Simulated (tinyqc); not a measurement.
## Conduction-band offset of an n-N heterojunction from carrier-profile moments: effect of the doping of the wide-gap layer

Layer 1 (x < 0) accumulates electrons and layer 2 (x > 0) is depleted. Boltzmann statistics. The bands bend down by V1 in layer 1 and up by V2 in layer 2, with V1 + V2 = VD = dE + Vt ln[(N2/Nc2)/(N1/Nc1)].

Sheet densities from the first integral: Q1 = sqrt((2 eps0 eps_r Vt N1/q)(exp(u1) - u1 - 1)) extra electrons, Q2 = sqrt((2 eps0 eps_r Vt N2/q)(exp(-u2) + u2 - 1)) missing ones, u = V/Vt; neutrality Q1 = Q2 + si.

Values chosen for this exercise; values of the order of III-V alloys:
```
symbol,value,unit,meaning
T,350,K,temperature
eps_r,12.9,,relative permittivity of both layers
Nc1,7e17,cm^-3,density of states of the narrow-gap layer 1
Nc2,1e18,cm^-3,density of states of the wide-gap layer 2
dE,0.3,eV,conduction-band offset
N1,4.8e15,cm^-3,donor density in layer 1
si,0,cm^-2,fixed charge at the interface
```

Constants: q = 1.602176634e-19 C, kB = 1.380649e-23 J/K, Vt = kB T/q, eps0 = 8.8541878128e-14 F/cm where lengths are in cm. Results are converted to the units shown.

Results:
```
N2 (cm^-3)  VD (V)   V1 (V)  Q1 (cm^-2)  n(0-)/Nc1
1.9e15      0.2613  0.04858    7.033e10    0.03433
3.3e15      0.2779  0.05982    9.405e10    0.04984
1e16        0.3114  0.08604    1.668e11     0.1189
1.7e16      0.3274  0.09994    2.187e11     0.1884
3e16        0.3445   0.1155    2.917e11     0.3157
5.3e16      0.3617   0.1316    3.887e11     0.5386
9.1e16      0.3780   0.1473    5.101e11     0.9049
1.6e17      0.3950   0.1638    6.772e11      1.568
```

Estimate the missing row, N2 = 5.8e15 cm^-3.

Computed row:
```
N2 (cm^-3)  VD (V)   V1 (V)  Q1 (cm^-2)  n(0-)/Nc1
5.8e15      0.2950  0.07262    1.261e11    0.07617
```

With this row back in the table: Q1 rises from 7.03e10 to 6.77e11 cm^-2, as N2^(0.51) over the table, while VD grows by Vt ln 10 a decade and the share V1/VD rises from 0.186 to 0.415. For N2 = 5.3e16, 9.1e16, 1.6e17 n(0-) nears or passes Nc1, where degeneracy and quantisation lower Q1.

Program tinyqc, `OMP_NUM_THREADS=1 python tinyqc.py 2410071 2410072 out.jsonl`; Intel Xeon 2.30GHz, shared host, one thread, about 0.07 s.
